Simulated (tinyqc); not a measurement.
Which input was changed? Model: five-frequency model of solute diffusion by vacancies in an fcc metal. Computed by tinyqc, a small Python program. Command: `OMP_NUM_THREADS=1 python tinyqc.py 3024380 3024381 out.jsonl fivefreq which`. One thread of a shared host (Intel(R) Xeon(R) Processor @ 2.30GHz), about 0.02 s of CPU time with the checks.

A vacancy next to the solute exchanges with it (w2), jumps to one of 4 sites that also neighbour the solute (w1) or to one of 7 that do not (w3); w4 is the reverse of w3 and w0 the host jump.

Inputs (values chosen for the exercise, for a model solute in a host close to aluminium): barrier E0 (host jump) = 0.612 eV; barrier E1 (vacancy circles the solute) = 0.497 eV; barrier E2 (exchange) = 0.542 eV; barrier E3 (dissociation) = 0.691 eV; binding energy E_b (positive for attraction) = 0.13 eV; vacancy formation energy E_f = 0.652 eV; formation entropy S_f = 3 k_B; attempt frequency nu = 4.5 THz; lattice constant a = 4.05 angstrom; temperature T = 479 K.

Constants: k_B = 8.617333262e-05 eV/K.

Method:
- w_i = nu exp(-E_i/(k_B T)); detailed balance gives E4 = E3 - E_b.
- Manning: with y = w4/w0, 7F = 7 - (10 y^4 + 180.5 y^3 + 927 y^2 + 1341 y)/(2 y^4 + 40.2 y^3 + 254 y^2 + 597 y + 436); f2 = (2 w1 + 7F w3)/(2 w2 + 2 w1 + 7F w3).
- The mean cosine between successive solute jumps follows from f2 = (1 + c)/(1 - c).
- c_v = exp(S_f - E_f/(k_B T)); host D0 = a^2 c_v w0 x 0.7815; solute D2 = a^2 c_v exp(E_b/(k_B T)) w2 f2; 1 angstrom^2 = 1e-16 cm^2.

Question. One of these inputs alone was changed, within the range given: barrier E1 (vacancy circles the solute) (0.2485 to 0.994); barrier E3 (dissociation) (0.3455 to 1.382); binding energy E_b (positive for attraction) (0.065 to 0.26); attempt frequency nu (2.25 to 9). Which one, and to what value?

Results:
```
run     solute diffusivity D2 (cm^2/s)  correlation factor f2        7F
before                    7.114425e-13              0.7515617  3.717250
after                     5.881258e-13              0.7515617  3.717250
```

Answer.

Each candidate set to reproduce solute diffusivity D2, and what it then gives:
```
candidate                                           range searched  value needed  correlation factor f2      7F
barrier E1 (vacancy circles the solute) (eV)       0.2485 to 0.994        0.5229                0.62129  3.7173
barrier E3 (dissociation) (eV)                     0.3455 to 1.382  out of reach                      -       -
binding energy E_b (positive for attraction) (eV)    0.065 to 0.26        0.1221                0.75174  3.9266
attempt frequency nu (THz)                               2.25 to 9         3.720                0.75156  3.7173
```

Only attempt frequency nu fits every result: it went from 4.5 to 3.72 THz. The next best candidate, binding energy E_b (positive for attraction), misses one result by 5.6 %.
